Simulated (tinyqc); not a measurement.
# Bandgap voltage reference from two bipolar transistors, step by step

Computed by the program tinyqc: `OMP_NUM_THREADS=1 python tinyqc.py 2062168 2062169 out.jsonl`, one thread of a shared Intel Xeon 2.30GHz, about 0.02 s for the whole run. Printed values are rounded.

Two transistors of area 1 and N carry the same current I. Is(T) = Is (T/T0)^eta exp[(Vg0 q/kB)(1/T0 - 1/T)], VBE1 = Vt ln(I/Is(T)) + I rb, VBE2 = Vt ln(I/(N Is(T))) + I rb/N. The amplifier forces I R1(T) = VBE1 - VBE2 + Vos, with R(T) = R (1 + tc (T - T0)) for both resistors, and the output is Vref = VBE1 + I R2(T). Base currents and the Early effect are neglected.

Inputs (values chosen for the exercise); values of the order met in silicon bipolar transistors: reference temperature T0 = 298 K; band-gap voltage extrapolated to 0 K Vg0 = 1.204 V; temperature exponent of the saturation current eta = 3.4; saturation current of the unit transistor at T0 Is = 1e-18 A; area ratio of the second transistor N = 24; resistor across which the difference of VBE falls, at T0 R1 = 13 kohm; temperature coefficient of both resistors tc = 0 ppm/K; offset of the amplifier Vos = 0 mV; series resistance of the unit transistor rb = 0 ohm; output resistor at T0 R2 = 79.85 kohm; temperature T = 253 K.

Constants: q = 1.602176634e-19 C, kB = 1.380649e-23 J/K. Results are converted to the units shown.

## Operating point at the reference temperature

Vt = kB T/q; I = (Vt ln N + Vos)/(R1(T) - rb (1 - 1/N)). Evaluate at T = T0.

Vt = 0.02567965 V
I = 6.277794 uA
Is(T) = 1e-18 A
VBE1 = 0.7567290 V
I R2 = 0.5012818 V
Vref = 1.258011 V

## Operating point at another temperature

Vt = kB T/q; I = (Vt ln N + Vos)/(R1(T) - rb (1 - 1/N)).

Vt = 0.02180185 V
I = 5.329805 uA
Is(T) = 1.369509e-22 A
VBE1 = 0.8328357 V
I R2 = 0.4255849 V
Vref = 1.258421 V

From T0 to T, VBE1 changes by 76.1 mV and I R2 by -75.7 mV, which leaves 0.410 mV in Vref.

## Resistor for zero slope at T0, ideal case

With tc = 0, Vos = 0 and rb = 0 the current is proportional to T, dVBE/dT = (VBE - Vg0 - (eta - 1) Vt)/T, and Vref has zero slope at T0 when Vref = Vg0 + (eta - 1) Vt0. Find VBE1, its slope, that Vref, R2/R1 and the curvature d2Vref/dT2 = -(eta - 1) kB/(q T0).

VBE1 = 0.7567290 V
dVBE/dT = -1.707725 mV/K
Vref = 1.265631 V
R2/R1 = 6.235681
curvature = -0.6940134 uV/K^2
